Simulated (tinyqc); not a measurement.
Which current rules in forward bias: trap-assisted generation and recombination current of an abrupt junction. Computed by tinyqc, a small Python program. Command: `OMP_NUM_THREADS=1 python tinyqc.py 3020032 3020033 out.jsonl junctionleak walk`. One thread of a shared host (Intel(R) Xeon(R) Processor @ 2.30GHz), about 0.01 s of CPU time with the checks.

Depletion approximation, flat quasi-Fermi levels across the depleted layer, long neutral regions with minority lifetimes tau_n and tau_p, full ionisation and Boltzmann statistics. Voltages in exponents stand for e V.

Inputs (values chosen for the exercise, with bands and screening modelled on GaAs):
```
quantity                              value    unit
gap E_g                                1.43      eV
electron mass m_e                    0.0646     m_0
valleys M_c                               1       -
hole mass m_h                         0.526     m_0
dielectric constant eps                12.7       -
acceptor density N_A                1.1e+15   cm^-3
donor density N_D                   4.9e+18   cm^-3
capture time tau_n                  5.6e-09       s
capture time tau_p                  1.9e-08       s
trap level E_t - E_i                 -0.085      eV
electron diffusion coefficient D_n      5.2  cm^2/s
hole diffusion coefficient D_p          1.8  cm^2/s
temperature T                           300       K
tunnelling mass m_t                     0.2     m_0
```

Field enhancement: Hurkx tunnelling factor.

Constants: k_B = 8.617333262e-05 eV/K; m_0 = 9.1093837015e-31 kg; k_B = 1.380649e-23 J/K; h = 6.62607015e-34 J s; e = 1.602176634e-19 C; eps_0 = 8.8541878128e-12 F/m; hbar = 1.054571817e-34 J s.

Method:
- N_c = 2 M_c (2 pi m_e k_B T/h^2)^(3/2) and N_v = 2 (2 pi m_h k_B T/h^2)^(3/2), masses in units of m_0.
- n_i = sqrt(N_c N_v) exp(-E_g/2 k_B T); V_bi = (k_B T/e) ln(N_A N_D/n_i^2); diffusion saturation current J_d0 = e n_i^2 [sqrt(D_n/tau_n)/N_A + sqrt(D_p/tau_p)/N_D].
- W = sqrt(2 eps eps_0 (V_bi - V)(1/N_A + 1/N_D)/e), x_p = W N_D/(N_A + N_D), x_n = W - x_p, peak field F_m = 2 (V_bi - V)/W; reverse bias means V = -V_r.
- Both capture times are divided by 1 + Gamma, Gamma = 2 sqrt(3 pi) (F/F_G) exp((F/F_G)^2), F_G = sqrt(24 m_t (k_B T)^3)/(e hbar) (the low-field Hurkx form), F being the local field, linear in x from 0 at the edges to F_m.
- Potential from the p edge: phi = (V_bi - V) x^2/(x_p W) on the p side and (V_bi - V)[1 - (W - x)^2/(x_n W)] on the n side; p = N_A exp(-phi/k_B T), n = n_i^2 exp(V/k_B T)/p; U = (n p - n_i^2)/[tau_p (n + n_i exp(dE/k_B T)) + tau_n (p + n_i exp(-dE/k_B T))], dE = E_t - E_i, n1 = n_i exp(dE/k_B T), p1 = n_i exp(-dE/k_B T); J_t = e int U dx by the trapezoid rule on 400 intervals on each side.
- J_d = J_d0 (exp(V/k_B T) - 1). Ideality n = (e/k_B T) dV/d ln J, central difference of 1 mV. The rows stop just below the bias where n = 0.1 p or tau_p n = 0.1 tau_n p at the p edge, or the like at the n edge.

k_B T = 0.0258520 eV

n_i = 1.93426e+06 cm^-3

J_d0 = 1.66068e-17 A/cm^2

Forward characteristic:
```
V (V)  J_t (A/cm^2)  J_d (A/cm^2)  ideality of J_t  ideality of the sum
0.19     4.6220e-09    2.5815e-14           1.7728               1.7728
0.30     4.5357e-08    1.8200e-12           1.9142               1.9141
0.41     4.1445e-07    1.2823e-10           1.9243               1.9238
0.51     3.1131e-06    6.1363e-09           1.9105               1.9070
0.62     2.9322e-05    4.3234e-07           1.8812               1.8574
0.73     2.9008e-04    3.0461e-05           1.8265               1.6935
0.84     3.1560e-03    2.1462e-03           1.7354               1.3373
0.95     3.6879e-02    1.5121e-01           1.8403               1.0983
```

What does the comparison show, and why?

Diffusion overtakes recombination between 0.84 and 0.95 V, and the ideality of the sum goes from 1.77 to 1.10, with a maximum of 1.92 at 0.41 V. The ideality of J_t alone lies between 1.74 and 1.92; it stays below 2 because the zone where n and p are alike widens as the field falls, and at the lowest bias the terms in n1 and p1 lower it too. Caution: one side is doped near or above its effective density of states, so Boltzmann statistics understate V_bi.

Extremes, crossings and ranges named in words are read from the listed rows.
